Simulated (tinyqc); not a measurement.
Voltage acceleration of oxide breakdown, four models on the same data: two steps of the calculation.

Field E = V/tox in MV/cm. Models: ln(t63/1 s) = a - c X with X = E (E model), -1/E (1/E model), ln V (power law, c the exponent n) or sqrt(E).

Values chosen for this exercise:
- tox = 7.1 nm (oxide thickness)
- Vu = 3.6 V (use voltage)
- Ts = 373 K (stress temperature)
- Tu = 328 K (use temperature)
- Ea = 0.98 eV (activation energy)
- ks = 0.00034 (factor for area and percentile)

Constants: q = 1.602176634e-19 C, kB = 1.380649e-23 J/K. Results are converted to the units shown.

Question 1. Fitting the models. The three stress times were made with the 1/E model, c = 437, and are treated as data. For each model fit ln t63 on X by least squares over the three points.

```
stress	V (V)	t63 (s)
0	6.17	80240
1	6.99	220
2	8.36	0.1525
```

Wanted: c; a; largest misfit in ln t63 (0: below 0.002).

Answer 1.

```
model	c	a	largest misfit in ln t63 (0: below 0.002)
E	4.219	47.57	0.6312
1/E	437.0	-38.99	0.0000
power	43.18	89.68	0.3217
sqrt E	27.03	90.69	0.4783
```

The worst misfit of any model is 0.63 in ln t63, a factor of 1.88 in time, comparable to the scatter of t63 from small samples, so such data hardly tell the models apart.

Question 2. Projection to use conditions. Project to Vu, multiply by exp[(Ea q/kB)(1/Tu - 1/Ts)] and by ks; ten years are 3.15576e8 s. The largest voltage for ten years solves the same relation for V.

```
model	c	a
E	4.2194281	47.565362
1/E	437.00459	-38.994592
power	43.178797	89.675644
sqrt E	27.032238	90.690639
```

Wanted: temperature factor; lifetime; largest voltage for ten years.

Answer 2.

temperature factor = 65.56

```
model	lifetime (years)	largest voltage for ten years (V)
E	164.0	4.071
1/E	2.210e11	4.975
power	5.945e5	4.644
sqrt E	6308	4.403
```

The lifetimes span 9.13 decades, from the E model (most cautious) to the 1/E model; the allowed voltage spans 4.07 to 4.97 V. 4 of the four models pass ten years at Vu. Lifetimes beyond a thousand years are formal extrapolations.

Range of the model: All four laws are empirical fits; none is established far below the stress range.

tinyqc, about 0.01 s, one thread, Intel Xeon 2.30GHz (shared host): `OMP_NUM_THREADS=1 python tinyqc.py 2070133 2070134 out.jsonl`
